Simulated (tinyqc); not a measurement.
# Gate-all-around wire with two subbands, quantum capacitance: two studies

phi is the Fermi level above the lowest subband edge, in volts; Vg is counted from the gate voltage at which an empty wire would have phi = 0. Both directions of motion are filled (equilibrium).

Inputs (values chosen for the exercise): temperature T = 77 K; relative permittivity of the gate insulator (close to silicon dioxide) eox = 3.9; insulator thickness tox = 2.1 nm; mass along the wire md = 0.025 m0; valley degeneracy gv = 1; second subband above the first E2 = 0.19 eV; orbital degeneracy of the second subband g2 = 2; radius of the wire rw = 2.5 nm; gate voltage Vg = 1.15 V.

Constants: q = 1.602176634e-19 C, kB = 1.380649e-23 J/K, hbar = 1.054571817e-34 J s, m0 = 9.1093837015e-31 kg, Vt = kB T/q, eps0 = 8.8541878128e-14 F/cm where lengths are in cm. Results are converted to the units shown.

Each table varies one quantity; the others keep the values above.

## Effect of the gate voltage

N1 = gv sqrt(2 md m0 kB T/(pi hbar^2)); n1 = N1 F(phi/Vt), n2 = g2 N1 F((phi - E2)/Vt), n = n1 + n2, F(e) = (1/sqrt(pi)) int_0^infinity u^(-1/2) du/(1 + exp(u - e)); Cq = q dn/dphi = (q N1/Vt) [F'(phi/Vt) + g2 F'((phi - E2)/Vt)]. Cox = 2 pi eps0 eox/ln(1 + tox/rw) per length; Vg = phi + q n/Cox. 1/C_G = 1/Cox + 1/(Cq); dphi/dVg = Cox/(Cox + Cq).

The same in every row: Cox (pF/cm) = 3.558.

Effect of the gate voltage:
```
Vg (V),phi (V),n (cm^-1),Cq (pF/cm),C_G (pF/cm),dphi/dVg,share of the second band (%)
-0.2,-0.2000,3.024e-8,7.301e-13,7.301e-13,1.000,7.332e-11
0,-0.005587,1.241e5,2.341,1.412,0.6031,9.478e-11
0.2,0.1197,1.782e6,1.199,0.8968,0.7480,0.001054
0.4,0.2173,4.057e6,6.322,2.277,0.3601,40.77
0.6,0.3100,6.440e6,3.136,1.667,0.5315,55.42
0.8,0.4241,8.347e6,2.344,1.413,0.6029,59.77
1,0.5495,1.001e7,1.936,1.254,0.6476,61.80
1.2,0.6824,1.150e7,1.678,1.140,0.6795,62.95
1.4,0.8208,1.286e7,1.496,1.053,0.7039,63.68
1.6,0.9636,1.413e7,1.360,0.9841,0.7234,64.18
```

What does the comparison show?

As Vg goes from -0.2 to 1.6, Cq moves up and down between 7.30e-13 and 6.32 pF/cm, C_G/Cox moves up and down between 2.05e-13 and 0.640 and n rises from 3.02e-8 to 1.41e7 cm^-1. Cq is below Cox for Vg = -0.2, 0, 0.2, 0.6, 0.8, 1, 1.2, 1.4, 1.6; there the density of states limits the response dn/dVg more than the insulator does. The peak of Cq mirrors the inverse-square-root peak of the density of states at a subband edge. For Vg = 0.6, 0.8, 1, 1.2, 1.4, 1.6 phi exceeds 0.3 V, where non-parabolicity and further bands matter for so light a mass.

## Effect of the insulator thickness

Same model as above.

Result of one run:
```
tox (nm),phi (V),n (cm^-1),Cq (pF/cm),Cox (pF/cm),C_G (pF/cm),dphi/dVg,share of the second band (%)
30,0.2397,4.806e6,4.652,0.8459,0.7157,0.1539,47.48
```

What becomes of these results when the insulator thickness tox is changed from 30 to 5.2 nm, all else the same?

Result of the changed run:
```
tox (nm),phi (V),n (cm^-1),Cq (pF/cm),Cox (pF/cm),C_G (pF/cm),dphi/dVg,share of the second band (%)
5.2,0.4389,8.560e6,2.281,1.929,1.045,0.4581,60.09
```

The whole series:
```
tox (nm),phi (V),n (cm^-1),Cq (pF/cm),Cox (pF/cm),C_G (pF/cm),dphi/dVg,share of the second band (%)
0.5,0.9601,1.410e7,1.363,11.90,1.223,0.8972,64.17
0.9,0.8515,1.315e7,1.464,7.056,1.212,0.8282,63.80
1.6,0.7170,1.185e7,1.626,4.386,1.186,0.7295,63.16
2.9,0.5683,1.023e7,1.892,2.817,1.132,0.5982,62.00
5.2,0.4389,8.560e6,2.281,1.929,1.045,0.4581,60.09
9.3,0.3427,7.045e6,2.826,1.398,0.9353,0.3310,57.16
17,0.2772,5.754e6,3.604,1.056,0.8168,0.2267,52.82
30,0.2397,4.806e6,4.652,0.8459,0.7157,0.1539,47.48
```

As tox goes from 0.5 to 30, Cq rises from 1.36 to 4.65 pF/cm, C_G/Cox rises from 0.103 to 0.846 and n falls from 1.41e7 to 4.81e6 cm^-1. Cq is below Cox for tox = 0.5, 0.9, 1.6, 2.9; there the density of states limits the response dn/dVg more than the insulator does. With the insulator thinned by a factor of 60.0, the charge grows only by 2.93 while Cox grows by 14.1. For tox = 0.5, 0.9, 1.6, 2.9, 5.2, 9.3 phi exceeds 0.3 V, where non-parabolicity and further bands matter for so light a mass.

tinyqc, about 0.01 s, one thread, Intel Xeon 2.30GHz (shared host): `OMP_NUM_THREADS=1 python tinyqc.py 2200004 2200005 out.jsonl`
